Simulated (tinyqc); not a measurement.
# Schottky barrier on an n-type semiconductor, non-linear Poisson equation by Newton steps: what changes with what

One dimension, metal at x = 0, donor density C(x) = Nd, uniform. Energies are counted from the electron Fermi level of the semiconductor and the conduction-band edge is Ec = -psi, so n = Nc exp(psi/Vt); holes follow the Fermi level of the metal, at -V, so p = Nv exp((V - psi - Eg)/Vt). Ends: psi(0) = V - phiB and psi = Vt ln(Nd/Nc) deep inside. Boltzmann statistics, full ionisation, no current, no image force in the Poisson equation.

Parameters, values chosen for the exercise; band and dielectric values those of a made-up semiconductor: temperature T = 293 K; band gap Eg = 1.86 eV; relative permittivity eps_r = 11.9; conduction-band density of states at T Nc = 2.07e19 cm^-3; valence-band density of states at T Nv = 1.62e19 cm^-3; donor density deep in the semiconductor Nd = 8.3e15 cm^-3; barrier height phiB = 1.02 eV; bias of the metal against the semiconductor V = 0 V.

Constants: q = 1.602176634e-19 C, kB = 1.380649e-23 J/K, Vt = kB T/q, eps0 = 8.8541878128e-14 F/cm where lengths are in cm. Results are converted to the units shown.

Each table varies one quantity; the others keep the values above.

## Capacitance-voltage profiling

The Poisson equation d/dx(eps0 eps_r dpsi/dx) = -q (p - n + C) is solved on a mesh of about 1000 nodes or more that ends in neutral material. C_s = q d/dV of the integral of n over x, from the linearised equation. Probed depth w = eps0 eps_r/C_s; apparent doping N_app = C_s^3/(q eps0 eps_r dC_s/dV), the derivative by central differences over +/- 0.02 V.

The same in every row: true C(w) (cm^-3) = 8.300e15.

Capacitance-voltage profiling:

| V (V) | C_s (nF/cm^2) | w (nm) | N_app (cm^-3) | \|E_0\| (kV/cm) |
|---|---|---|---|---|
| 0 | 29.64 | 355.4 | 8.297e15 | 44.86 |
| -1.14 | 19.02 | 554.1 | 8.299e15 | 69.93 |
| -2.29 | 15.06 | 699.4 | 8.300e15 | 88.28 |
| -3.43 | 12.87 | 818.5 | 8.300e15 | 103.3 |
| -4.57 | 11.42 | 922.2 | 8.300e15 | 116.4 |
| -5.71 | 10.38 | 1015 | 8.300e15 | 128.2 |
| -6.86 | 9.565 | 1102 | 8.300e15 | 139.0 |
| -8 | 8.924 | 1181 | 8.300e15 | 149.0 |

What does the table show?

C_s falls from 29.6 to 8.92 nF/cm^2 while the probed depth goes from 355 to 1180 nm. The apparent doping stays near 8.30e15 cm^-3. It departs most from the true doping at that depth for V = 0 V, where it is 0.039 % below it; so the doping is read well over the depths probed, the small gap being the error of the finite difference in V.

## Effect of the donor density deep in the semiconductor

First integral for uniform doping: E_0^2 = (2 q/(eps0 eps_r)) [Nd (U - Vt + Vt exp(-U/Vt)) + Vt p_0], U = Vbi - V, Vbi = phiB - Vt ln(Nc/Nd), p_0 = Nv exp((phiB - Eg)/Vt) (deep holes neglected). Image-force lowering dphi = sqrt(q E_0/(4 pi eps0 eps_r)), at x_m = sqrt(q/(16 pi eps0 eps_r E_0)). W = sqrt(2 eps0 eps_r U/(q Nd)).

Effect of the donor density deep in the semiconductor:

| Nd (cm^-3) | Vbi (V) | W (nm) | E_0 (kV/cm) | dphi (mV) | exp(dphi/Vt) | p_0/Nd |
|---|---|---|---|---|---|---|
| 1e15 | 0.76908 | 1005.8 | 15.040 | 13.491 | 1.7063 | 5.7677e-11 |
| 3.3e15 | 0.79923 | 564.40 | 27.870 | 18.364 | 2.0696 | 1.7478e-11 |
| 1.1e16 | 0.82962 | 314.96 | 51.874 | 25.054 | 2.6974 | 5.2434e-12 |
| 3.5e16 | 0.85885 | 179.65 | 94.197 | 33.761 | 3.8082 | 1.6479e-12 |
| 1.2e17 | 0.88996 | 98.765 | 177.64 | 46.364 | 6.2731 | 4.8064e-13 |
| 3.8e17 | 0.91906 | 56.401 | 321.39 | 62.362 | 11.821 | 1.5178e-13 |
| 1.3e18 | 0.95012 | 31.004 | 604.69 | 85.540 | 29.603 | 4.4367e-14 |
| 4.1e18 | 0.97912 | 17.723 | 1090.6 | 114.88 | 94.613 | 1.4068e-14 |

What does the table show?

As Nd goes from 1e15 to 4.1e18, the surface field rises from 15.0 to 1090 kV/cm, the lowering rises from 13.5 to 115 mV and W falls from 1010 to 17.7 nm. Over the table the lowering goes as Nd^(0.26); the depletion formulas give 1/4 at fixed Vbi. For Nd = 1.3e18, 4.1e18 the field exceeds 600 kV/cm, where tunnelling through the top of the barrier adds to any current.

tinyqc, about 0.05 s, one thread, Intel Xeon 2.30GHz (shared host): `OMP_NUM_THREADS=1 python tinyqc.py 2020105 2020106 out.jsonl`
